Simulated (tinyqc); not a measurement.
Convergence with the mesh: density of states of one tight-binding band of a chain.

E(k) = -2 t cos(2 pi k) - 2 t2 cos(4 pi k); k in fractions of the reciprocal vectors, mesh k_i = j/N with j = 0 .. N-1. Densities are per cell and per spin, so the band holds one state.

Each interval of the mesh is a segment with E linear in k: n = (E - e1)/(e2 - e1), g = 1/(e2 - e1) between its end values.

Gaussian broadening: g(E) = mean over the mesh of exp(-(E - E_k)^2/(2 sigma^2))/(sigma sqrt(2 pi)), n(E) = mean of erfc((E_k - E)/(sigma sqrt 2))/2.

Inputs chosen for the exercise:
```
symbol  value  unit  meaning
t       0.55   eV    nearest hopping
t2      0.01   eV    second hopping
E       -0.08  eV    energy at which the density is wanted
sigma   0.055  eV    Gaussian width
```

At the energy E; the plain count is the share of mesh points below E; the reference is the linear method with N = 4000.

Results:
```
N,points,g linear,n linear,g Gaussian,n Gaussian,n plain count
8,8,0.3134,0.4687,0.3473,0.3836,0.3750
16,16,0.2929,0.4707,0.1736,0.4418,0.4375
32,32,0.2892,0.4711,0.1356,0.4698,0.4688
64,64,0.2888,0.4711,0.2922,0.4711,0.4844
128,128,0.2886,0.4711,0.2890,0.4711,0.4766
256,256,0.2886,0.4711,0.2890,0.4711,0.4727
```

reference n and g: 0.4711  0.2887

What can be read from this table?

The linear n(E) stays within 0.002 of the reference from N = 16 on. The Gaussian g stays within 1 % of its last value from N = 128 on; it tends to the broadened curve, not the true one. At the last mesh it lies 0.000 1/eV from the reference g and the linear g 0.000. The plain count errs by +0.0015 at the last mesh.

Run: tinyqc, `OMP_NUM_THREADS=1 python tinyqc.py 1680201 1680202 out.jsonl`; Intel(R) Xeon(R) Processor @ 2.30GHz, one thread, shared host; about 0.01 s of CPU time with all checks.
